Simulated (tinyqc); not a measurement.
Susceptibility against the Curie-Weiss form: Heisenberg spin cluster by exact diagonalisation: multiplets, susceptibility, level crossings. Computed by tinyqc, a small Python program. Command: `OMP_NUM_THREADS=1 python tinyqc.py 3014254 3014255 out.jsonl spincl walk`. One thread of a shared host (Intel(R) Xeon(R) Processor @ 2.30GHz), about 0.01 s of CPU time with the checks.

H = J1 sum S_i.S_j over the bonds 1-2, 2-3, 3-4, 4-1 + J2 sum over 1-3, 2-4 - g mu_B B S_z; J > 0 is antiferromagnetic.

Inputs (values chosen for the exercise, for a model cluster): exchange J1 = 7.41 meV; exchange J2 = 3 meV; g factor = 2.13.

Cluster: square with diagonals J2. Spin s of each site: 0.5.

Constants: k_B = 8.617333262e-05 eV/K.

Method:
- Every multiplet has one member in the block S_z = 0; diagonalise it and read the total spin from <S^2> = S (S + 1).
- Z = sum k (2S + 1) exp(-E/(k_B T)) over the table, k the number of multiplets; <S^2> likewise with the factor S (S + 1); chi T = N_A g^2 mu_B^2 <S^2>/(3 k_B) = 0.125049 g^2 <S^2> cm^3 K/mol (cgs, per mole of clusters); C = (<E^2> - <E>^2)/(k_B T)^2; entropy = ln Z + <E>/(k_B T).
- High-temperature form: chi T = C0/(1 - theta/T), C0 = 0.125049 g^2 n s (s + 1), k_B theta = -(2/3) s (s + 1) (sum of J over bonds)/n, n = 4; a dash where T <= 1.05 theta.

Levels at B = 0:

| E (meV) | total S | number of multiplets |
|---|---|---|
| -13.32 | 0 | 1 |
| -5.91 | 1 | 1 |
| -4.50 | 0 | 1 |
| -1.50 | 1 | 2 |
| 8.91 | 2 | 1 |

gap to the next level = 7.41 meV

theta = -51.698 K

Against temperature:

| T (K) | chi T (cm^3 K/mol) | Curie-Weiss | chi (cm^3/mol) | C (k_B) |
|---|---|---|---|---|
| 8.6 | 1.5551e-04 | 0.2427 | 1.8083e-05 | 1.4770e-02 |
| 17.0 | 2.3233e-02 | 0.4212 | 1.3666e-03 | 6.6741e-01 |
| 30.0 | 2.1096e-01 | 0.6250 | 7.0321e-03 | 1.9903e+00 |
| 52.0 | 5.7740e-01 | 0.8535 | 1.1104e-02 | 1.3867e+00 |
| 86.0 | 8.9859e-01 | 1.0630 | 1.0449e-02 | 6.2394e-01 |
| 140.0 | 1.1536e+00 | 1.2430 | 8.2400e-03 | 2.6518e-01 |
| 210.0 | 1.3166e+00 | 1.3658 | 6.2694e-03 | 1.2534e-01 |
| 340.0 | 1.4551e+00 | 1.4774 | 4.2798e-03 | 4.9799e-02 |
| 690.0 | 1.5771e+00 | 1.5834 | 2.2857e-03 | 1.2406e-02 |
| 1400.0 | 1.6398e+00 | 1.6414 | 1.1713e-03 | 3.0415e-03 |

What follows from these numbers?

The Curie-Weiss form is within 3 % in the last 3 rows. chi passes a maximum, at 52 K among these rows, the mark of a singlet ground state; among these rows C is largest at 30 K, and the gap is 86 K.

Extremes, crossings and ranges named in words are read from the listed rows.
